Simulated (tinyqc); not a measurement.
# Holstein polaron on two sites, step by step

A worked calculation. Computed by tinyqc, a small Python program that keeps every step. Command: `OMP_NUM_THREADS=1 python tinyqc.py 3000710 3000711 out.jsonl holstein walk`. One thread of a shared host (Intel(R) Xeon(R) Processor @ 2.30GHz), about 0.01 s of CPU time with the checks. Intermediate numbers are printed to about 6 digits and carried at full precision; extremes and crossings named in words are read from the listed rows.

One electron on sites 1 and 2: H = -t (c1+ c2 + c2+ c1) + hbar omega sum_i b_i+ b_i - g hbar omega sum_i n_i (b_i + b_i+). The symmetric phonon shifts the energy by -g^2 hbar omega/2 and drops out; with b = (b_1 - b_2)/sqrt(2) there remains H = -t sigma_x + hbar omega b+ b - (g hbar omega/sqrt(2)) sigma_z (b + b+). Parity splits it into blocks p = +1 and -1 over phonon numbers n. Zero-point energies are left out. Weights Z refer to mode b alone; the displaced symmetric mode multiplies the full zero-phonon weight by exp(-g^2/2).

Inputs (values chosen for the exercise, for a model dimer):
```
quantity                  value  unit
hopping t                    35   meV
phonon energy hbar omega   94.6   meV
coupling g                0.652     -
phonon levels kept N          5     -
```

## Energy scales

Polaron binding energy E_p = g^2 hbar omega; ratio E_p/t (the adiabatic potential has two wells when it exceeds 1); adiabaticity hbar omega/t.

E_p = 40.2148 meV

E_p/t = 1.14900

hbar omega/t = 2.70286

## The even block in a small basis

Block p: H_nn = n hbar omega - p t (-1)^n - g^2 hbar omega/2, H_(n,n+1) = -(g hbar omega/sqrt(2)) sqrt(n + 1). Take p = +1 and n = 0..N-1.

H, even block (meV):
```
         1        2        3        4        5
1  -55.107  -43.614    0.000    0.000    0.000
2  -43.614  109.493  -61.679    0.000    0.000
3    0.000  -61.679  134.093  -75.541    0.000
4    0.000    0.000  -75.541  298.693  -87.228
5    0.000    0.000    0.000  -87.228  323.293
```

## Levels in the small basis

Diagonalise H; the eigenvector has its largest component positive; Z is the weight of n = 0.

levels (meV): -67.285  54.790  160.837  253.005  409.116

lowest eigenvector: 0.959118  0.267797  0.089328  0.019475  0.004349

Z in the small basis = 0.919907

## Converged results

Use 60 levels in both blocks; Z = c_0^2 is the weight of n = 0 in the ground state c; the splitting is the lowest odd level less the lowest even one, which without coupling is the smaller of 2t and hbar omega; <sigma_x> = sum (-1)^n c_n^2 measures the kinetic energy.

ground-state energy = -67.2852 meV

weight Z of n = 0 in mode b = 0.919895

mean phonon number in b = 0.0889173

splitting = 41.5066 meV

splitting/(2t) = 0.592952

<sigma_x> = 0.855799

The small basis misses the ground-state energy by 0.000353 meV. Mode b stays mostly in its zero-phonon state.

## Approximations to the ground state

Second order: E = -t - E_p/2 - (E_p/2) hbar omega/(hbar omega + 2t). Lang-Firsov: E = -E_p - t exp(-g^2). Variable displacement: E(x) = -E_p/2 - t exp(-g^2 x^2) - (E_p/2)(2x - x^2), minimised over 0 <= x <= 1. Adiabatic, classical lattice: E = -E_p/2 - t for E_p < t, else -E_p - t^2/(2 E_p); it leaves out the change of zero-point energy.

Ground-state energy (meV):
```
method                        E  E - exact
second order in g      -66.6637     0.6216
Lang-Firsov            -63.0944     4.1908
variable displacement  -67.0361     0.2491
adiabatic, classical   -55.4455    11.8397
```

best displacement x = 0.61326

Closest here is variable displacement (+0.25 meV), furthest adiabatic, classical (+11.84 meV), at hbar omega/t = 2.70 and E_p/t = 1.15. Lang-Firsov and variable displacement are variational and lie above the exact value. The Lang-Firsov narrowing exp(-g^2) = 0.654 compares with the exact splitting ratio 0.593.

Checks made by the program: 60 against 80 levels (relative difference below 1e-10); Hellmann-Feynman: dE/dt = -<sigma_x> (relative difference below 1e-10).
